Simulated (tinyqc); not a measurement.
Closing of the gap with temperature: Peierls distortion of a half-filled chain.

Atoms move by +/- u, so bonds change by -/+ 2u and hoppings are t +/- 2 al u. Bands E = -/+ sqrt((2 t cos x)^2 + D^2 sin^2 x) with D = 4 al u, x = k a in (0, pi/2); the gap is 2D. Energy per atom at zero temperature: E(u) = -mean_x sqrt(...) + 2 K u^2; exactly, the mean is (4t/pi) E(1 - z^2), z = D/2t, E the complete elliptic integral of the second kind with parameter m. Coupling lambda = 2 al^2/(pi t K).

Constants: kB = 8.617333262e-05 eV/K.

Inputs chosen for the exercise: t = 2.59 eV (hopping of the even chain); al = 3.8 eV/angstrom (change of hopping with bond length); K = 22.3 eV/angstrom^2 (spring constant of a bond).

The gap equation gains the factor tanh(|E|/2kT); 4000 points; Tp is where its root reaches zero.

Results:
```
T/Tp  T (K)  u (angstrom)   u/u0
0.20    434        0.0219  1.000
0.40    868        0.0215  0.985
0.60   1302        0.0199  0.908
0.70   1519        0.0182  0.830
0.90   1953        0.0115  0.528
0.95   2061        0.0083  0.382
0.99   2148        0.0038  0.174
```

Give the missing row, T/Tp = 0.80.

Computed row:
```
T/Tp  T (K)  u (angstrom)   u/u0
0.80   1736        0.0156  0.713
```

Tp = 2170 K

D(0)/(kB Tp) = 1.777, against 1.764 at weak coupling. u/u0 is 0.908 at 0.6 Tp and 0.528 at 0.9 Tp, and near Tp it goes as sqrt(1 - T/Tp): 2.20 between the last two rows against sqrt(5) = 2.24. In a single chain fluctuations forbid this transition; coupling between chains sets the real one, far lower.

Computed by tinyqc, a small Python program: `OMP_NUM_THREADS=1 python tinyqc.py 1680910 1680911 out.jsonl` (the numbers bound the seed that draws the inputs); one thread of a shared host (Intel(R) Xeon(R) Processor @ 2.30GHz), about 0.08 s for the whole set of steps.
